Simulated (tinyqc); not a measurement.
Thinning the body: Gamma, L and X subbands of a thin body with non-parabolic valleys.

Hard walls, flat band, c = hbar^2/2m0, energies from the bulk Gamma edge. For a valley at angle theta to the normal 1/m_z = cos^2/ml + sin^2/mt and m_d = sqrt(ml mt^2/m_z). Subband n starts at E_v + e with e (1 + a e) = c (n pi/t)^2/m_z, and its density-of-states mass is taken as m_d (1 + 2 a e), without further growth at higher in-plane energy. Groups are named by valley and degeneracy.

n_i = g m/(2 pi c) kB T ln(1 + exp((EF - E_i)/kB T)), sum n_i = Ns (1e12/cm^2 = 1e-4/angstrom^2), c = hbar^2/2m0. Quantum capacitance Cq = 1602.176634 sum g m/(2 pi c) f_i in microfarad/cm^2 with f_i = 1/(1 + exp((E_i - EF)/kB T)); Cox = 34.5313/eot (one gate); C/Cox = Cq/(Cq + Cox), the centroid term left out.

Constants: hbar^2/2m0 = 3.80998211 eV angstrom^2; kB = 8.617333262e-05 eV/K.

Parameters, chosen for this exercise (near those of a thin GaSb channel; the results hold for these values, not for the real material): face = 110 (surface); mG = 0.0394 m0 (Gamma mass); aG = 1.12 1/eV (Gamma non-parabolicity); EL = 0.066 eV (L edge above Gamma); mL = (1.257, 0.097) m0 (L valleys (four, along <111>): ml, mt); EX = 0.325 eV (X edge above Gamma); mX = (1.48, 0.224) m0 (X valleys (three, along <100>): ml, mt); aS = 0.35 1/eV (non-parabolicity of L and X); Ns = 2.3 x 1e12/cm^2 (sheet density); T = 300 K (temperature); eot = 7 angstrom (equivalent oxide thickness); ts = (20, 26, 34, 45, 60, 85, 130) angstrom (thicknesses).

Lowest edge of each valley type, the lowest group, the Gamma share and C/Cox, with n = 1 to 8 of all groups.

Results:
```
t (angstrom)  Gamma (eV)  L (eV)  X (eV)  lowest  Gamma share (%)  C/Cox
20                 1.080   0.400   0.549      L2              0.0  0.705
26                 0.762   0.272   0.461      L2              0.0  0.702
34                 0.521   0.190   0.406      L2              0.0  0.699
60                 0.214   0.107   0.352      L2              0.2  0.711
85                 0.117   0.086   0.338      L2              2.3  0.724
130                0.053   0.075   0.331      G1              7.7  0.730
```

Give the missing row, t (angstrom) = 45.

Computed row:
```
t (angstrom)  Gamma (eV)  L (eV)  X (eV)  lowest  Gamma share (%)  C/Cox
45                 0.341   0.138   0.372      L2              0.0  0.701
```

From 130 down to 20 angstrom Gamma rises by 1.03 eV, L by 0.33 and X by 0.22 eV, the light Gamma mass moving most. The lowest group changes from G1 to L2 between 130 and 85 angstrom. The Gamma share goes from 8 % to 0 %. C/Cox is 0.73 and 0.71 at the ends and lies between 0.70 and 0.73. Hard walls overstate the rise in the thinnest rows.

Run: tinyqc, `OMP_NUM_THREADS=1 python tinyqc.py 1280544 1280545 out.jsonl`; Intel(R) Xeon(R) Processor @ 2.30GHz, one thread, shared host; about 0.1 s of CPU time with all checks.
